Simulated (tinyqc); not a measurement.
A chain with uneven site energies and dephasing by Buettiker voltage probes: one step of the calculation.

Sites 1 to 5 form a chain with hopping -t. Lead L joins site 1 and lead R site 5, both semi-infinite chains with hopping -t and site energy 0. Every site carries a probe with self-energy -i Gamma_p/2 that draws no net current. Linear response at zero temperature: mu_L = 1, mu_R = 0 in units of the bias.

Task. Probe potentials and effective transmission. No current into probe p: W mu = T_pL with W_pp = T_pL + T_pR + sum_q T_pq and W_pq = -T_pq. Then T_eff = T_RL + sum_p T_pR mu_p, and the resistance is (h/2q^2)/T_eff.

Constants: q = 1.602176634e-19 C, h = 6.62607015e-34 J s. Results are converted to the units shown.

T_RL = 0.037871741

```
probe        T_pL        T_pR
1      0.57557944  0.01372721
2      0.07388008  0.02387060
3      0.11177580  0.09917260
4      0.02761538  0.06574392
5      0.01372721  0.45019264
```

T_pq:
```
             1            2            3            4            5
1  0.000000000  0.026778995  0.040514894  0.010009628  0.004975642
2  0.026778995  0.000000000  0.070452404  0.017406002  0.008652273
3  0.040514894  0.070452404  0.000000000  0.072314846  0.035946667
4  0.010009628  0.017406002  0.072314846  0.000000000  0.023829915
5  0.004975642  0.008652273  0.035946667  0.023829915  0.000000000
```

Find: W; mu_p; T_eff; resistance.

Result.

W:
```
         1        2        3        4        5
1   0.6716  -0.0268  -0.0405  -0.0100  -0.0050
2  -0.0268   0.2210  -0.0705  -0.0174  -0.0087
3  -0.0405  -0.0705   0.4302  -0.0723  -0.0359
4  -0.0100  -0.0174  -0.0723   0.2169  -0.0238
5  -0.0050  -0.0087  -0.0359  -0.0238   0.5373
```

mu_p, probe 1 to 5: 0.9218  0.6511  0.5304  0.4097  0.0982
T_eff = 0.1898
resistance = 67.99 kohm

Numbers from tinyqc (`OMP_NUM_THREADS=1 python tinyqc.py 2700037 2700038 out.jsonl`; about 0.01 s on one thread of a shared Intel Xeon 2.30GHz).
